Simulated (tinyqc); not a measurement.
# Gain of the pnp from the holding current

Question. On state with both base-emitter voltages at Von: npn base current Ib = (Von/Rs + bp Von/Rw)/(bn bp - 1), holding current Ih = (bn + 1) Ib + Von/Rs. Find bp.

Parameters, values chosen for the exercise:

| symbol | value | unit | meaning |
|---|---|---|---|
| bn | 10.5 |  | current gain of the npn |
| Rs | 260 | ohm | substrate resistance shunting the npn |
| Rw | 4000 | ohm | well resistance shunting the pnp |
| Von | 0.75 | V | base-emitter voltage in the on state |

Ih = 3.7515867 mA

Answer. Ih gives Ib, and Ib (bn bp - 1) = Von/Rs + bp Von/Rw is linear in bp.

bp = 4.90

Numbers from tinyqc (`OMP_NUM_THREADS=1 python tinyqc.py 2670108 2670109 out.jsonl`; about 0.06 s on one thread of a shared Intel Xeon 2.30GHz).
